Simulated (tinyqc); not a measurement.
Surface Green function of a dimerised chain, Sancho-Rubio decimation: end state of the dimerised chain.

A semi-infinite lead of cells 0, 1, 2, ... with H0 inside a cell and H1 = <cell i|H|cell i + 1>. Cell A, B with A at the surface; -t1 joins A and B, -t2 joins B to the next A. z = E + i eta.

Start with e_s = e = H0, a = H1, b = H1^dagger. Each round: g = (z - e)^(-1); e_s <- e_s + a g b; e <- e + a g b + b g a; a <- a g a; b <- b g b (all with the old a, b). Round k joins cells 2^k apart. Stop when the largest entry of the matrices a and b is below 1e-12 eV; g_s = (z - e_s)^(-1), bulk (z - e)^(-1), density of states -Im Tr/pi. At E = dl and eta = 0.0001 eV the weight of a bound state on the first A site is -eta Im g_s(A, A).

Parameters, values chosen for the exercise: hopping between cells t2 = 1 eV; site energy, +dl on A and -dl on B dl = 0 eV.

End state of the dimerised chain:

| t1 (eV) | half gap sqrt(dl^2 + (t1 - t2)^2) (eV) | weight from g_s | 1 - (t1/t2)^2, or 0 |
|---|---|---|---|
| 0.1 | 0.9000 | 0.9900 | 0.9900 |
| 0.3 | 0.7000 | 0.9100 | 0.9100 |
| 0.5 | 0.5000 | 0.7500 | 0.7500 |
| 0.7 | 0.3000 | 0.5100 | 0.5100 |
| 0.9 | 0.1000 | 0.1900 | 0.1900 |
| 1.1 | 0.1000 | 4.762e-8 | 0 |
| 1.3 | 0.3000 | 1.449e-8 | 0 |
| 1.5 | 0.5000 | 8.000e-9 | 0 |

What does the comparison show?

For t1 < t2 = 1 eV the weak bond comes first and a state is bound to the end at E = dl; its weight on the first site falls from 0.990 to 0.190 over these rows and follows 1 - (t1/t2)^2. For t1 > t2 there is none, and the column holds only a remainder of order eta^2 (8.0e-9 in the last row).

Numbers from tinyqc (`OMP_NUM_THREADS=1 python tinyqc.py 2680122 2680123 out.jsonl`; about 0.01 s on one thread of a shared Intel Xeon 2.30GHz).
